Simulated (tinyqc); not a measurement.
# Classical nucleation, growth and JMAK kinetics of crystallisation from a melt or glass, step by step

A worked calculation. Computed by tinyqc, a small Python program that keeps every step. Command: `OMP_NUM_THREADS=1 python tinyqc.py 3028040 3028041 out.jsonl nucl walk`. One thread of a shared host (Intel(R) Xeon(R) Processor @ 2.30GHz), about 0.01 s of CPU time with the checks. Intermediate numbers are printed to about 6 digits and carried at full precision; extremes and crossings named in words are read from the listed rows.

A spherical nucleus cap on a flat wall with a sharp interface of isotropic energy gamma; lambda = Omega^(1/3) is the jump distance.

Inputs (values chosen for the exercise, for a model substance):
```
quantity                        value        unit
melting point T_m                1400           K
heat of melting per volume H      812      J/cm^3
interface energy gamma          0.112       J/m^2
atomic volume Omega              23.1  angstrom^3
temperature T                    1177           K
diffusion prefactor D0        6.9e-07       m^2/s
activation energy Q              2.62          eV
contact angle theta               120     degrees
wall area per volume S_v      7.7e+07         1/m
time t                        0.00065           s
```

Nucleation: on a flat wall. Driving force: Turnbull (linear).

Constants: e = 1.602176634e-19 C; k_B = 1.380649e-23 J/K; k_B = 8.617333262e-05 eV/K.

## Critical nucleus

Driving force per volume: dG = H (T_m - T)/T_m. Shape factor f = (2 + cos theta)(1 - cos theta)^2/4. W(r) = f [4 pi r^2 gamma - (4/3) pi r^3 dG]; r* = 2 gamma/dG; W* = f 16 pi gamma^3/(3 dG^2); n* = f (4/3) pi r*^3/Omega.

driving force dG = 129.34 J/cm^3

shape factor f = 0.84375

critical radius r* = 1.73187 nm

barrier W* = 7.41038 eV

atoms in the nucleus n* = 794.760

W*/(k_B T) = 73.0619

The wall leaves r* unchanged and cuts the barrier to 84.4 % of the homogeneous value. W* equals n* Omega dG/2 = 7.410 eV.

## Steady nucleation rate

D = D0 exp(-Q/(k_B T)); attachment rate k+ = (A*/lambda^2) D/lambda^2 with A* = 2 pi r*^2 (1 - cos theta); Zeldovich factor Z = sqrt(W*/(3 pi k_B T))/n*; sites per volume N = S_v/lambda^2; I = N Z k+ exp(-W*/(k_B T)); lag time = 1/(4 pi Z^2 k+).

diffusivity D = 4.17168e-18 m^2/s

attachment rate k+ = 17925.2 1/s

Zeldovich factor Z = 0.00350327

sites N = 9.49328e+26 1/m^3

nucleation rate I = 0.00110910 1/(m^3 s)

lag time = 0.361725 s

A rise of gamma by 5 % would change I by a factor of about exp(-W*/(k_B T) (1.05^3 - 1)) = 1.0e-5.

## Growth velocity

Growth (Wilson-Frenkel): u = (D/lambda) [1 - exp(-dG Omega/(k_B T))]. D = D0 exp(-Q/(k_B T)).

growth velocity u = 2.46006e-09 m/s

## Fraction transformed and grain size

JMAK with steady nucleation and growth, nuclei spread at random: extended fraction X_e = (pi/3) I u^3 t^4, X = 1 - exp(-X_e); t_X = [-3 ln(1 - X)/(pi I u^3)]^(1/4); final grains per volume = Gamma(5/4) (3/pi)^(1/4) (I/u)^(3/4), Gamma(5/4) = 0.9064024771. Grain size = (grains per volume)^(-1/3).

extended fraction = 3.08668e-42

fraction X at t = 3.08668e-42

half time t_0.5 = 1.41497e+07 s

grains per volume = 15589.5 1/m^3

grain size = 40030.3 micrometre

t is 4.6e-11 half times: nearly nothing has crystallised. Caution: a grain size above a centimetre means that a sample waits for single nuclei, and the half time has no meaning.

## Nose of the time-temperature curve

JMAK with steady nucleation and growth, nuclei spread at random: extended fraction X_e = (pi/3) I u^3 t^4, X = 1 - exp(-X_e); t_X = [-3 ln(1 - X)/(pi I u^3)]^(1/4); final grains per volume = Gamma(5/4) (3/pi)^(1/4) (I/u)^(3/4), Gamma(5/4) = 0.9064024771. The nose is the T between 0.3 and 0.97 T_m where I u^3 is largest; the time is for X = 1e-6, and the critical cooling rate is estimated as (T_m - T_nose)/t_nose.

nose temperature = 1005.25 K

nose time = 265.067 s

critical cooling rate = 1.48925 K/s

The nose lies at 0.72 T_m. The melt vitrifies at modest cooling rates.

## Nucleation and growth against temperature

Grain size = (grains per volume)^(-1/3). Rows are kept where W*/(k_B T) < 70.

Rates:
```
T (K)  W*/(k_B T)  I (1/(m^3 s))      u (m/s)    t_0.5 (s)  grain size (micrometre)
700       12.4676    6.74448e+15  2.06198e-16  5.78427e+07              1.37161e-02
770       13.9928    7.25591e+16  9.43454e-15  1.81546e+06              1.96971e-02
840       16.2339    1.98406e+17  2.20260e-13  1.32926e+05              3.36698e-02
910       19.5724    1.09509e+17  3.04618e-12  2.15040e+04              7.53306e-02
980       24.7373    6.55685e+15  2.76959e-11  8.30260e+03              2.64439e-01
1050      33.2469    1.00989e+13  1.77972e-10  1.03841e+04              2.12528e+00
1120      48.7016    1.15974e+07  8.47444e-10  9.84070e+04              9.59032e+01
```

Among these rows I peaks at 840 K, u at 1120 K and the change is fastest at 980 K, between the two. Growth has no barrier W*, so it peaks nearer T_m than nucleation. The grain size goes as (u/I)^(1/4), from 0.014 micrometre at the lowest T to 96 at the highest.

Checks made by the program: r* and W* against a numerical maximum of W(r) (relative difference below 1e-10).
